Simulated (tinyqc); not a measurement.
# From one set of inputs to another, one input at a time

Model: millisecond and nanosecond annealing: surface heating, thermal budget and solid-phase regrowth. Computed by tinyqc, a small Python program. Command: `OMP_NUM_THREADS=1 python tinyqc.py 3011038 3011039 out.jsonl flash ladder`. One thread of a shared host (Intel(R) Xeon(R) Processor @ 2.30GHz), about 0.03 s of CPU time with the checks.

A square pulse heats the surface of a thick wafer with constant thermal properties; losses by radiation are neglected and silicon melts at 1414 C.

The inputs printed are set A. Set A is modelled on hot silicon with phosphorus; the values taken over come from a set modelled on hot silicon with boron. Inputs not listed in the table keep their values of set A, so the rows need not describe a real material.

Inputs (values chosen for the exercise, modelled on hot silicon with phosphorus):

| quantity | value | unit |
|---|---|---|
| incident fluence | 0.144 | J/cm^2 |
| pulse length t_p | 3.4e-08 | s |
| reflectance R | 0.32 | - |
| thermal conductivity k | 0.28 | W/(cm K) |
| heat capacity per volume c | 2.22 | J/(cm^3 K) |
| preheat temperature T0 | 400 | C |
| dopant prefactor D0 | 5.18 | cm^2/s |
| dopant activation energy E | 3.7 | eV |
| regrowth prefactor v0 | 3.8e+08 | cm/s |
| regrowth energy E_v | 2.67 | eV |

Source: pulsed laser.

Constants: k_B = 8.617333262e-05 eV/K.

Method:
- Absorbed flux q = (1 - R) fluence/t_p; kappa = k/c. With f(z, t) = (2 q/k) sqrt(kappa t) ierfc(z/(2 sqrt(kappa t))), ierfc(x) = exp(-x^2)/sqrt(pi) - x erfc(x): T = T0 + f(z, t) during the pulse and T0 + f(z, t) - f(z, t - t_p) after it.
- At the surface the rise at the end of the pulse is 2 q sqrt(t_p/(pi k c)); the fluence that just melts the surface scales with (1414 - T0).
- Temperatures in kelvin are T(C) + 273.15.
- Integrate exp(-E/(k_B T(t))) at the surface from 0 to 10 t_p (Gauss-Legendre, 60 points in sqrt(t) up to t_p and 60 in sqrt(t - t_p) after it). (Dt) = D0 x integral with E; regrowth = v0 x integral with E_v; effective time = integral/exp(-E/(k_B T_peak)).

Each row keeps all changes above it:

| input moved | from | to | diffusion length 2 sqrt(Dt) (nm) | effective time over t_p | fluence at the melting threshold (J/cm^2) |
|---|---|---|---|---|---|
| set A | - | - | 0.000907 | 0.11965 | 0.19212 |
| heat capacity per volume c (J/(cm^3 K)) | 2.22 | 2.28 | 0.000815 | 0.11961 | 0.19470 |
| pulse length t_p (s) and incident fluence (J/cm^2) | 3.4e-08, 0.144 | 8.1e-08, 0.297 | 0.012352 | 0.12281 | 0.30051 |
| reflectance R | 0.32 | 0.46 | 0.002017 | 0.11987 | 0.37842 |
| thermal conductivity k (W/(cm K)) | 0.28 | 0.3 | 0.001534 | 0.11969 | 0.39171 |
| dopant prefactor D0 (cm^2/s) and dopant activation energy E (eV) | 5.18, 3.7 | 0.921, 3.48 | 0.001614 | 0.12699 | 0.39171 |

Diffusion length 2 sqrt(Dt) goes from 9.07e-4 to 0.00161, a factor 1.78 in all. The largest single move comes from pulse length t_p with incident fluence (a factor 15.2), and reflectance R works against it (a factor 0.163). Effective time over t_p goes from 0.120 to 0.127, a factor 1.06 in all. The largest single move comes from dopant prefactor D0 with dopant activation energy E (a factor 1.06), and reflectance R works against it (a factor 0.9760). Fluence at the melting threshold goes from 0.192 to 0.392, a factor 2.04 in all. The largest single move comes from pulse length t_p with incident fluence (a factor 1.54). The single moves hold for this order of the switches; the total does not depend on the order.

Caution (all rows): equilibrium diffusivities are used; implant damage enhances diffusion, and k and c vary with temperature. Caution (all rows): a diffusion length below the atomic spacing of 0.235 nm means about one jump per atom or fewer, so the profile does not change measurably.

Extremes, crossings and ranges named in words are read from the listed rows.
